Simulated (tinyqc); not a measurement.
What moves the results: model-solid line-up of a strained alloy layer on a substrate. A value that a table varies takes the place of the one given here.

All values of the alloy are linear in x but the gap, Eg(x) = (1 - x) Eg_A + x Eg_B - C x (1 - x), and the valence edge, Ev(x) = (1 - x) Ev_A + x Ev_B + fv C x (1 - x); Ec = Ev + Eg. Ev is the top of the unstrained valence band on a scale common to all materials. In the layer only the Gamma valley of the conduction band is followed, also where an X or L valley would lie lower.

Coherent growth on a (111) face: e_par = (a_s - a)/a, e_perp = -(2 C11 + 4 C12 - 4 C44)/(C11 + 2 C12 + 4 C44) e_par; exx = eyy = ezz = (2 e_par + e_perp)/3 and exy = eyz = ezx = (e_perp - e_par)/3.

Strained edges: Ec + ac tr(e); the valence edges are Ev plus the levels of the 6 x 6 matrix of X, Y, Z times spin with -Dso/3 + l exx + m (eyy + ezz) on the diagonal (cyclic), n exy off it, l = av + 2 b, m = av - b, n = sqrt(3) d. Spin-orbit term (Dso/3) L.sigma on X, Y, Z with (L_k)_ij = -i epsilon_kij: <X+|H|Y+> = -i Dso/3, <X+|H|Z-> = Dso/3, <Y+|H|Z-> = -i Dso/3, <Z+|H|X-> = -Dso/3, <Z+|H|Y-> = i Dso/3, <X-|H|Y-> = i Dso/3, and their conjugates; + and - are the spin along z.

dEc = Ec(substrate) - Ec(layer), dEv = Ev(layer) - Ev(substrate); positive values confine the carrier in the layer. Type I: both of one sign; type II: opposite signs; type III: the gaps do not overlap.

Coherent growth: e_par = (a_s - a)/a. (001): e_perp = -2 (C12/C11) e_par; exx = eyy = e_par, ezz = e_perp, no shear. (111): e_perp = -(2 C11 + 4 C12 - 4 C44)/(C11 + 2 C12 + 4 C44) e_par; exx = eyy = ezz = (2 e_par + e_perp)/3 and exy = eyz = ezx = (e_perp - e_par)/3. (110): e_perp = -(C11 + 3 C12 - 2 C44)/(C11 + C12 + 2 C44) e_par; exx = eyy = (e_par + e_perp)/2, ezz = e_par, exy = (e_perp - e_par)/2, eyz = ezx = 0.

Values chosen for the exercise (A near InP, B near GaP, substrate near Ge; the results hold for these values, not for the real material):
- a = (5.876, 5.445) angstrom (lattice constant of A, B)
- Eg = (1.43, 2.857) eV (gap at Gamma to the s-like level of A, B)
- Dso = (0.107, 0.081) eV (spin-orbit splitting of A, B)
- Ev = (-0.93, -1.25) eV (top of the unstrained valence band of A, B)
- ac = (-5.92, -8.24) eV (conduction deformation potential of A, B)
- av = (0.6, 1.68) eV (valence hydrostatic potential of A, B)
- b = (-1.99, -1.59) eV (tetragonal shear potential of A, B)
- d = (-4.96, -4.58) eV (trigonal shear potential of A, B)
- C11 = (102.5, 139.5) GPa (of A, B)
- C12 = (56.4, 61.3) GPa (of A, B)
- C44 = (45.5, 70.7) GPa (of A, B)
- C = 0.776 eV (bowing of the gap)
- fv = 0.3 (share of the bowing taken by the valence edge)
- a_s = 5.656 angstrom (substrate)
- Eg_s = 0.741 eV (lowest gap of the substrate)
- Ev_s = -0.35 eV (substrate valence edge)
- face = 111 (growth face)
- x = 0.55 (fraction of B)

## Composition against offsets

Each composition is strained to the same substrate.

Results:

| x | e_par (%) | relaxed gap (eV) | strained gap (eV) | valence splitting (meV) | dEc (eV) | dEv (eV) | type |
|---|---|---|---|---|---|---|---|
| 0.11 | -2.96 | 1.511 | 1.662 | 63 | -0.434 | -0.488 | I |
| 0.22 | -2.17 | 1.611 | 1.739 | 59 | -0.458 | -0.540 | I |
| 0.33 | -1.36 | 1.729 | 1.821 | 52 | -0.486 | -0.594 | I |
| 0.44 | -0.53 | 1.867 | 1.907 | 33 | -0.517 | -0.649 | I |
| 0.56 | 0.38 | 2.038 | 1.970 | 36 | -0.554 | -0.675 | I |
| 0.67 | 1.23 | 2.215 | 1.972 | 129 | -0.592 | -0.639 | I |
| 0.78 | 2.10 | 2.410 | 1.973 | 227 | -0.632 | -0.600 | I |
| 0.89 | 2.98 | 2.624 | 1.978 | 324 | -0.674 | -0.562 | I |

What does this show?

The alloy matches the substrate at x = 0.510, where the top valence edge changes its character and the splitting passes through zero. The strained gap runs from 1.662 to 1.978 eV, against 1.511 to 2.624 eV for the relaxed alloy: strain takes back part of the change that the composition makes. Strains above 2 % can be kept only in layers of a few nanometres. The line-up is type I throughout, with the layer as the barrier. Where the alloy is indirect its X or L edge, left out, lies lower and sets the real gap and dEc.

## The same layer on three faces

Composition and substrate are kept.

Results:

| face | e_perp (%) | tr(e) (%) | shift of Ec (meV) | shift of Ev (meV) | valence splitting (meV) | gap (eV) |
|---|---|---|---|---|---|---|
| (001) | -0.291 | 0.314 | -22.6 | 16.3 | 23.1 | 1.9839 |
| (111) | -0.155 | 0.450 | -32.4 | 20.8 | 28.0 | 1.9696 |
| (110) | -0.182 | 0.422 | -30.4 | 20.0 | 27.0 | 1.9724 |

How do the results move?

The layer yields most along the normal on (001) and least on (111), so the volume change, and with it the shift of Ec, is largest on (111). The valence splitting, set by b on (001), by d on (111) and by both on (110), is largest on (111). The gaps span 14 meV, from (111) to (001).

## What each parameter does

Strained gap, valence splitting and offsets. Each row changes one parameter from the base and keeps the others.

Results:

| case | gap (eV) | splitting (meV) | dEc (eV) | dEv (eV) |
|---|---|---|---|---|
| base | 1.9696 | 28.0 | -0.5510 | -0.6776 |
| x = 0.53 | 1.9676 | 13.2 | -0.5445 | -0.6820 |
| a_s = 5.676 angstrom | 1.9022 | 65.8 | -0.5130 | -0.6482 |
| C = 0.876 eV | 1.9448 | 28.0 | -0.5337 | -0.6701 |
| fv = 0.5 | 1.9696 | 28.0 | -0.5894 | -0.6392 |
| Ev_s = -0.3 eV | 1.9696 | 28.0 | -0.5010 | -0.7276 |
| Dso = (0.123, 0.093) eV | 1.9699 | 27.7 | -0.5510 | -0.6779 |
| d = (-5.704, -5.267) eV | 1.9669 | 32.6 | -0.5510 | -0.6748 |
| ac = (-6.808, -9.476) eV | 1.9647 | 28.0 | -0.5462 | -0.6776 |

What does this show?

The largest shifts from the base row, up to three for each result and ties (the steps differ in size, so this ranks the rows, not the parameters). gap (eV): a_s -0.0674, C -0.0247, ac -0.0049; unchanged at the printed digits by fv and Ev_s. splitting (meV): a_s +37.8, x -14.8, d +4.6; unchanged at the printed digits by C, fv, Ev_s and ac. dEc (eV): Ev_s +0.0500, fv -0.0384, a_s +0.0380; unchanged at the printed digits by Dso and d. dEv (eV): Ev_s -0.0500, fv +0.0384, a_s +0.0294; unchanged at the printed digits by ac.

Program tinyqc; command `OMP_NUM_THREADS=1 python tinyqc.py 1051414 1051415 out.jsonl`; about 0.02 s on one thread of a shared Intel(R) Xeon(R) Processor @ 2.30GHz.
